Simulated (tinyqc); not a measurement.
From T_c back to z J_AB: two-sublattice mean-field magnet: ferrimagnet, compensation points and susceptibility. Computed by tinyqc, a small Python program. Command: `OMP_NUM_THREADS=1 python tinyqc.py 3017799 3017800 out.jsonl ferri inv`. One thread of a shared host (Intel(R) Xeon(R) Processor @ 2.30GHz), about 0.01 s of CPU time with the checks.

A random alloy A(1-x)B(x) with H = -sum over pairs J S_i.S_j. a = <S_A> and b = <S_B> are taken along z, a > 0. Exchange fields: h_A = (1 - x) zJ_AA a + x zJ_AB b, h_B = (1 - x) zJ_AB a + x zJ_BB b; a = S_A B_(S_A)(S_A h_A/(k_B T)) and likewise for b, with the Brillouin function B_S(y) = [(2S + 1)/(2S)] coth[(2S + 1) y/(2S)] - [1/(2S)] coth[y/(2S)].

Inputs (values chosen for the exercise, for a model ferrimagnet): spin S_A = 1.5; spin S_B = 2.5; fraction x of B sites = 0.16; z J_AA = 48.7 meV; z J_BB = 7.7 meV; T over T_c = 0.47.

Constants: k_B = 8.617333262e-05 eV/K.

Method. Linearised, T (a, b) = M (a, b) with M_ij = S_i (S_i + 1) c_j zJ_ij/(3 k_B), c_A = 1 - x, c_B = x. T_c is the larger eigenvalue, and its eigenvector gives b/a at onset, (T_c - M_AA)/M_AB.

Task: A run gave the result below. Find the z J_AB, known to lie between -30 and -16 meV.

T_c = 662.1218 K

Result:

Each step takes the trial c = (a f_b - b f_a)/(f_b - f_a), f being the result less the target; c replaces end b, the old b replaces a if the sign of f changed, and otherwise f_a is halved.

Scan of the range:
```
z J_AB (meV)  T_c (K)
-30.0         685.624
-27.7         673.530
-25.3         661.539
-23.0         650.713
-20.7         640.607
-18.3         630.902
-16.0         622.482
```

False position (Illinois rule) inside the bracket:
```
step     end a     end b     trial  T_c (K)
1     -27.7000  -25.3000  -25.4167  662.106
2     -27.7000  -25.4167  -25.4231  662.137
3     -25.4167  -25.4231  -25.4200  662.122
```

T_c falls at every point of a 13-point scan of the range (every second point is shown), so one value fits; it is bracketed by -27.7 and -25.3. Answer: z J_AB = -25.42 meV.
